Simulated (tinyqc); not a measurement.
From shift without recovery dV0 back to temperature T: bias-temperature instability from a Gaussian distribution of capture and emission barriers. Computed by tinyqc, a small Python program. Command: `OMP_NUM_THREADS=1 python tinyqc.py 3014839 3014840 out.jsonl bti inv`. One thread of a shared host (Intel(R) Xeon(R) Processor @ 2.30GHz), about 0.06 s of CPU time with the checks.

Each trap has a capture time tau_0 exp(E_c/(k_B T)) under stress and an emission time tau_0 exp(E_e/(k_B T)) after it. E_c is Gaussian, and E_e = E_c + d with d Gaussian and independent. A trap counts as filled once t_s exceeds its capture time and as emptied once t_r exceeds its emission time.

Inputs (values chosen for the exercise, for a model p-channel transistor):
```
quantity                                 value        unit
shift with all traps filled V_max          130          mV
mean capture barrier at zero field mu_c   1.86          eV
spread of capture barriers sigma_c        0.25          eV
lowering of mu_c per field k_F           0.058  eV/(MV/cm)
oxide field F                                6       MV/cm
time constant tau_0                      3e-11           s
stress time t_s                            200           s
```

Constants: k_B = 8.617333262e-05 eV/K.

Method:
- Demarcation energies E_s = k_B T ln(t_s/tau_0), E_r = k_B T ln(t_r/tau_0); mean barrier mu = mu_c - k_F F; z = (E_s - mu)/sigma_c; Phi is the standard normal distribution.
- Temperatures in kelvin are T(C) + 273.15.
- Shift without recovery dV0 = V_max Phi(z); local time exponent n = d ln dV0/d ln t_s = (k_B T/sigma_c) exp(-z^2/2)/(sqrt(2 pi) Phi(z)); apparent activation energy n E_s.

Problem. A run gave the result below. Find the temperature T, known to lie between 94 and 180 C.

shift without recovery dV0 = 4.151663 mV

Solution.

Each step takes the trial c = (a f_b - b f_a)/(f_b - f_a), f being the result less the target and a, b, c the logarithms of the listed values; c replaces end b, the old b replaces a if the sign of f changed, and otherwise f_a is halved.

Scan of the range:
```
temperature T (C)  shift without recovery dV0 (mV)
94                                         1.35381
105                                        1.81146
117                                        2.45714
130                                        3.36790
145                                        4.75359
162                                        6.85440
180                                        9.81941
```

False position (Illinois rule, in the logarithm of the input) inside the bracket:
```
step    end a    end b    trial  shift without recovery dV0 (mV)
1     130.000  145.000  138.283                          4.08410
2     145.000  138.283  138.946                          4.14656
3     145.000  138.946  139.045                          4.15593
4     138.946  139.045  139.000                          4.15166
5     139.045  139.000  139.000                          4.15166
```

Shift without recovery dV0 rises at every point of a 13-point scan of the range (every second point is shown), so one value fits; it is bracketed by 130 and 145. Answer: temperature T = 139.0 C.
